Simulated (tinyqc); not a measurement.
Hubbard chain of 3 sites, step by step. One step of it, computed by the program tinyqc.

Task: The many-body Hamiltonian. Basis: all placements (u, d, 2, 0 on each site), up operators ordered before down ones; hops carry the sign of the same-spin electrons passed.

one-body matrix (hopping and site energies) (eV), lower triangle:
```
,1,2,3
1,0.000000
2,-1.830000,0.000000
3,0.000000,-1.830000,0.000000
```

U = 8.200000 eV

electrons, up and down: 1  1

Give: H.

Result:

H (eV), lower triangle:
```
,200,ud0,u0d,du0,020,0ud,d0u,0du,002
200,8.200
ud0,-1.830,0.000
u0d,0.000,-1.830,0.000
du0,-1.830,0.000,0.000,0.000
020,0.000,-1.830,0.000,-1.830,8.200
0ud,0.000,0.000,-1.830,0.000,-1.830,0.000
d0u,0.000,0.000,0.000,-1.830,0.000,0.000,0.000
0du,0.000,0.000,0.000,0.000,-1.830,0.000,-1.830,0.000
002,0.000,0.000,0.000,0.000,0.000,-1.830,0.000,-1.830,8.200
```
